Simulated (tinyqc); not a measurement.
# Debye-Callaway model of lattice thermal conductivity, step by step

A worked calculation. Computed by tinyqc, a small Python program that keeps every step. Command: `OMP_NUM_THREADS=1 python tinyqc.py 3002482 3002483 out.jsonl callaway walk`. One thread of a shared host (Intel(R) Xeon(R) Processor @ 2.30GHz), about 0.01 s of CPU time with the checks. Intermediate numbers are printed to about 6 digits and carried at full precision; extremes and crossings named in words are read from the listed rows.

Three acoustic branches with one velocity v, cut at omega_D = k_B Theta/hbar; x = hbar omega/(k_B T). v and Theta are separate inputs: Theta cuts off the heat-carrying modes, so C need not reach 3 k_B/V. gamma is an effective value that sets the umklapp rate.

Inputs (values chosen for the exercise, modelled on germanium): sound velocity v = 3800 m/s; Debye temperature Theta = 363 K; volume per atom V = 22.6 angstrom^3; mean atomic mass M = 72.63 u; effective Grueneisen parameter gamma = 2.12; umklapp exponent divisor b = 2; mass variance Gamma = 0.00075; Casimir length L = 54 micrometre; temperature T = 300 K; probe frequency omega/omega_D = 0.49.

Sample: crystal. Point defects: isotopes. Normal processes: left out.

Constants: k_B = 1.380649e-23 J/K; hbar = 1.054571817e-34 J s; u = 1.6605390666e-27 kg.

## Mass-fluctuation parameter

Gamma is given directly by the isotope mixture. A = V Gamma/(4 pi v^3).

Gamma = 7.50e-04

Rayleigh coefficient A = 2.45815e-44 s^3

## Scattering rates at one frequency

Rates: point defects A omega^4; umklapp B omega^2 T exp(-Theta/(b T)) with B = hbar gamma^2/(M v^2 Theta). Boundaries: v/L. The resistive time is tau_R = 1/(boundary + point-defect + umklapp rates), and the free path is v tau_R.

omega = 2.32868e+13 rad/s

Rates:
```
process         rate (1/s)  rate x tau_R
boundaries     7.03704e+07   9.52198e-04
point defects  7.22850e+09     0.0978106
umklapp        6.66042e+10      0.901237
```

tau_R = 1.35312e-11 s

free path = 51.4187 nm

The strongest resistive process at this frequency: umklapp, 90 % of the resistive rate.

## The integrand on a coarse grid

x runs in ten equal steps to min(Theta/T, 12); g = x^4 e^x/(e^x - 1)^2; tau_C is the inverse of all rates summed; the last column is c tau_C g with c = (k_B/(2 pi^2 v)) (k_B T/hbar)^3.

Integrand:
```
x            g    tau_C (s)  c tau_C g (W/(m K))
0.121  0.01462  3.50026e-10              57.0817
0.242  0.05828  8.79734e-11              57.1766
0.363  0.13033  3.83845e-11              55.7905
0.484  0.22974  2.09799e-11              53.7511
0.605  0.35506  1.29437e-11              51.2527
0.726  0.50452  8.60691e-12              48.4265
0.847  0.67602  6.02034e-12              45.3871
0.968  0.86716  4.36743e-12              42.2358
1.089  1.07536  3.25696e-12              39.0589
1.210  1.29782  2.48224e-12              35.9264
```

Among these rows the integrand is largest at x = 0.24.

## Thermal conductivity

kappa_1 = c int tau_C g dx, g = x^4 e^x/(e^x - 1)^2, c = (k_B/(2 pi^2 v)) (k_B T/hbar)^3, over 0 < x < min(Theta/T, 40), by 96 Gauss-Legendre points in s with x = x_max s^2; tau_C = tau_R, the inverse of the summed rates, and kappa = kappa_1. Heat capacity C = 3 c int g dx / v^2; grey free path 3 kappa/(C v); the median free path v tau_C halves kappa_1 when the quadrature points are ordered by free path (each counted at half its weight, interpolated in the logarithm); likewise at 10 % and 90 %.

kappa_1 = 58.7462 W/(m K)

kappa = 58.7462 W/(m K)

heat capacity C = 1.27303e+06 J/(m^3 K)

grey free path = 36.4315 nm

median free path = 60.8406 nm

free path at 10 % of kappa_1 = 13.4012 nm

free path at 90 % of kappa_1 = 1205.24 nm

The median free path is 1.7 times the grey one. The middle 80 % of kappa_1 spans a factor 90 in free path.

## Leaving out one process at a time

The formulas are those given above.

Conductivity at T:
```
case                   kappa (W/(m K))  ratio to all
all processes                  58.7462             1
without point defects          66.6840       1.13512
without boundaries             60.4952       1.02977
without umklapp                963.991       16.4094
```

Removing umklapp raises kappa most, by a factor 16.4; removing boundaries gives only 1.03.

## Conductivity against temperature

The boundary limit is C v^2/(3 x boundary rate), with C = 3 c int g dx / v^2.

Kappa (W/(m K)):
```
T (K)  all processes  without point defects  boundary limit
3.6          6.94818                7.11340         7.11340
7.3          48.0310                59.3114         59.3114
13           163.721                334.962         334.965
22           350.307                1600.46         1623.04
36           528.173                3501.95         6931.24
62           475.891                1385.00         26078.8
110          237.129                390.213         57381.2
180          118.558                152.920         77007.1
290          61.4728                70.1905         86643.5
470          32.8687                35.2809         90850.9
```

kappa peaks among these rows at 36 K (T/Theta = 0.099) with 528 W/(m K). The exponent d ln kappa/d ln T is 2.73 at the cold end and -1.30 at the hot end. Point defects cost most at 36 K, a factor 6.63.

Checks made by the program: heat capacity against the Debye function (relative difference below 1e-10).
